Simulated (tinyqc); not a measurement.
# Junctionless gate-all-around wire, depletion approximation: effects of single changes

A uniformly doped n-type wire of radius R under a surrounding gate; long channel. Below flat band a shell from radius rc to R is fully depleted and the neutral core, at channel potential V (0 at the source, Vd at the drain), carries the current with constant mobility; s = (rc/R)^2 is the share of the cross-section that conducts. The edge of the depleted shell is taken as abrupt, so there is no subthreshold current.

Inputs (values chosen for the exercise); material values close to those of silicon:
- eps_r = 11.9 (relative permittivity of the semiconductor)
- eox = 3.9 (relative permittivity of the gate insulator)
- tox = 2.5 nm (insulator thickness)
- R = 10 nm (wire radius)
- Nd = 1.8e19 cm^-3 (donor density)
- Vfb = 1.03 V (flat-band voltage)
- mu = 40 cm^2/(V s) (effective mobility in the wire)
- L = 0.5 um (gate length)
- Vg = 0.41 V (gate voltage)

Constants: q = 1.602176634e-19 C, eps0 = 8.8541878128e-14 F/cm where lengths are in cm. Results are converted to the units shown.

Each table varies one quantity; the others keep the values above.

## Effect of the insulator thickness on the threshold

Cox = eps0 eox/(R ln(1 + tox/R)); A = q Nd R^2/(4 eps0 eps_r); B = q Nd R/(2 Cox); VT = Vfb - A - B. The flat-band conductance is G0 = q mu Nd pi R^2/L.

The same in every row: A (V) = 0.68427; G0 (uS) = 7.2481.

Results:
```
tox (nm),Cox (uF/cm^2),B (V),VT (V)
0.83,4.3308,0.33296,0.012773
1.2,3.0470,0.47324,-0.12751
1.7,2.1994,0.65562,-0.30989
2.5,1.5475,0.93180,-0.58607
5.2,0.82471,1.7485,-1.4027
7.5,0.61705,2.3368,-1.9911
```

Estimate the missing row, tox = 3.6 nm.

Computed row:
```
tox (nm),Cox (uF/cm^2),B (V),VT (V)
3.6,1.1230,1.2840,-0.93826
```

With this row back in the table: As tox goes from 0.83 to 7.5 nm, VT falls from 0.0128 to -1.99 V and G0 stays at 7.25 uS. A + B goes on average as tox^(0.49). The device is normally off (VT > 0) in 1 of the 7 rows.

## Output curve

s solves Vfb - Vg + V = A (1 - s + s ln s) + B (1 - s), and s = 0 where the left side exceeds A + B. I = (q mu Nd pi R^2/L)[g(s0) - g(sL)], g = A (s^2/4 - (s^2/2) ln s) + B s^2/2, with s0 at V = 0 and sL at V = Vd.

Results:
```
Vd (V),sL,I (uA),I/Vd (uS)
0.166,0.35793,0.49420,2.9771
0.327,0.26500,0.85659,2.6195
0.487,0.18332,1.1155,2.2906
0.808,0.051607,1.3802,1.7082
0.969,0.0051902,1.4116,1.4568
1.129,0,1.4121,1.2507
1.29,0,1.4121,1.0946
```

Estimate the missing row, Vd = 0.648 V.

Computed row:
```
Vd (V),sL,I (uA),I/Vd (uS)
0.648,0.11171,1.2866,1.9856
```

With this row back in the table: The current rises from 0.494 to 1.41 uA; the conducting share at the drain falls from 0.358 to 0. The core closes at Vd = Vg - VT = 0.996 V, and the current is constant beyond.

Program tinyqc, `OMP_NUM_THREADS=1 python tinyqc.py 2460124 2460125 out.jsonl`; Intel Xeon 2.30GHz, shared host, one thread, about 0.01 s.
